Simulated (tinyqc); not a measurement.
Geometry optimisation on the RHF/sto-6g surface (energies and gradients from PySCF), for H3+, spin multiplicity 1, step by step. Computed by tinyqc, a small Python program that keeps every step (integrals from PySCF). Settings: charge = 1, multiplicity = 1, basis = sto-6g, optimiser = bfgs, first Hessian = 0.6, largest step = 0.1, iteration cap = 30. Command: `OMP_NUM_THREADS=1 python tinyqc.py 25810 25811 out.jsonl` (the two numbers bound the seeds that draw the settings). One thread of a shared host (Intel(R) Xeon(R) Processor @ 2.60GHz), about 2 s of CPU time with the checks.

## Step 1: energy and gradient

positions at the start (bohr), order 1H, 2H, 3H:
```
[[-0.001890, -0.032125, 0.028346],
 [0.007559, -0.047243, 1.700754],
 [0.020787, -0.054802, -1.655400]]
```

Self-consistent energy and analytic gradient at these positions.

energy = -1.21194774 hartree

gradient (hartree/bohr), order 1H, 2H, 3H:
```
[[0.00011022, -0.00013356, 0.00159334],
 [-0.00013439, 0.00011682, 0.01733614],
 [0.00002417, 0.00001674, -0.01892948]]
```

## Step 1: move

Quasi-Newton step p = -H^(-1) g (first H = 0.6 times the unit matrix); steps longer than 0.1 bohr are cut back.

positions after step 1 (bohr), order 1H, 2H, 3H:
```
[[-0.002073, -0.031903, 0.025690],
 [0.007783, -0.047438, 1.671860],
 [0.020747, -0.054830, -1.623851]]
```

## Step 2: energy and gradient

As before.

energy = -1.21283433 hartree

gradient (hartree/bohr), order 1H, 2H, 3H:
```
[[0.00026252, -0.00031043, 0.00056673],
 [-0.00017727, 0.00018323, 0.01066403],
 [-0.00008526, 0.00012719, -0.01123076]]
```

## Step 2: move

inverse Hessian in use (bohr^2/hartree):
```
[[1.666987, -0.000383, 0.002378, -0.000291, 0.000273, 0.029014, -0.000029, 0.000110, -0.031392],
 [-0.000383, 1.667124, -0.002804, 0.000346, -0.000325, -0.034313, 0.000037, -0.000132, 0.037117],
 [0.002378, -0.002804, 1.668442, -0.001457, 0.001561, 0.064737, -0.000921, 0.001243, -0.066512],
 [-0.000291, 0.000346, -0.001457, 1.666900, -0.000228, -0.019685, 0.000058, -0.000119, 0.021142],
 [0.000273, -0.000325, 0.001561, -0.000228, 1.666886, 0.020313, -0.000046, 0.000106, -0.021874],
 [0.029014, -0.034313, 0.064737, -0.019685, 0.020313, 2.865192, -0.009329, 0.014000, -1.263262],
 [-0.000029, 0.000037, -0.000921, 0.000058, -0.000046, -0.009329, 1.666638, 0.000009, 0.010250],
 [0.000110, -0.000132, 0.001243, -0.000119, 0.000106, 0.014000, 0.000009, 1.666693, -0.015243],
 [-0.031392, 0.037117, -0.066512, 0.021142, -0.021874, -1.263262, 0.010250, -0.015243, 2.996440]]
```

Quasi-Newton step p = -H^(-1) g (the inverse Hessian comes from BFGS updates; coordinates in the order x, y, z of each atom); steps longer than 0.1 bohr are cut back.

positions after step 2 (bohr), order 1H, 2H, 3H:
```
[[-0.003175, -0.030601, 0.023305],
 [0.008527, -0.048207, 1.627053],
 [0.021104, -0.055363, -1.576659]]
```

## Step 3: energy and gradient

As before.

energy = -1.21329348 hartree

gradient (hartree/bohr), order 1H, 2H, 3H:
```
[[0.00057639, -0.00067698, -0.00067401],
 [-0.00027908, 0.00033079, -0.00093463],
 [-0.00029731, 0.00034619, 0.00160864]]
```

## Step 3: move

inverse Hessian in use (bohr^2/hartree):
```
[[1.668838, -0.002564, 0.003263, -0.001362, 0.001449, 0.064683, -0.000809, 0.001115, -0.067946],
 [-0.002564, 1.669695, -0.003835, 0.001608, -0.001711, -0.076188, 0.000957, -0.001317, 0.080022],
 [0.003263, -0.003835, 1.663595, -0.001667, 0.001927, 0.014901, -0.001596, 0.001908, -0.011829],
 [-0.001362, 0.001608, -0.001667, 1.667502, -0.000897, -0.036485, 0.000526, -0.000711, 0.038152],
 [0.001449, -0.001711, 0.001927, -0.000897, 1.667626, 0.040479, -0.000552, 0.000752, -0.042405],
 [0.064683, -0.076188, 0.014901, -0.036485, 0.040479, 2.703469, -0.028198, 0.035709, -1.051704],
 [-0.000809, 0.000957, -0.001596, 0.000526, -0.000552, -0.028198, 1.666949, -0.000404, 0.029794],
 [0.001115, -0.001317, 0.001908, -0.000711, 0.000752, 0.035709, -0.000404, 1.667232, -0.037617],
 [-0.067946, 0.080022, -0.011829, 0.038152, -0.042405, -1.051704, 0.029794, -0.037617, 2.730200]]
```

As before.

positions after step 3 (bohr), order 1H, 2H, 3H:
```
[[-0.003968, -0.029670, 0.024453],
 [0.008898, -0.048654, 1.631149],
 [0.021526, -0.055847, -1.581902]]
```

## Convergence

Stop when the largest gradient component is below 3e-5 hartree/bohr. The inverse Hessian follows the BFGS update with s = step, y = change of gradient.

Course of the optimisation:
```
step  E (hartree)  largest gradient (hartree/bohr)
1     -1.21194774                         1.89e-02
2     -1.21283433                         1.12e-02
3     -1.21329348                         1.61e-03
4     -1.21330136                         6.81e-04
5     -1.21330382                         7.40e-04
6     -1.21330666                         8.04e-04
7     -1.21331001                         8.73e-04
8     -1.21331395                         9.47e-04
9     -1.21331861                         1.03e-03
10    -1.21332409                         1.12e-03
11    -1.21333054                         1.21e-03
12    -1.21333814                         1.31e-03
13    -1.21334708                         1.42e-03
14    -1.21335759                         1.54e-03
15    -1.21336996                         1.67e-03
16    -1.21338449                         1.81e-03
17    -1.21340155                         1.97e-03
18    -1.21342158                         2.13e-03
19    -1.21344507                         2.30e-03
20    -1.21347262                         2.49e-03
21    -1.21350488                         2.70e-03
22    -1.21354264                         2.91e-03
23    -1.21358682                         3.15e-03
24    -1.21363844                         3.40e-03
25    -1.21369872                         3.67e-03
26    -1.21376904                         3.96e-03
27    -1.21385101                         4.27e-03
28    -1.21394645                         4.60e-03
29    -1.21405747                         4.95e-03
30    -1.21418648                         5.32e-03
```

Distances after the last move, whose energy is not in the table (angstrom):
```
pair   distance
2H-1H  0.852653
3H-1H  0.854908
3H-2H  1.684687
```

Not converged within 30 steps: the energy falls at every step, but slowly. Reruns: method bfgs, first Hessian 0.6, largest step 0.3: not converged.
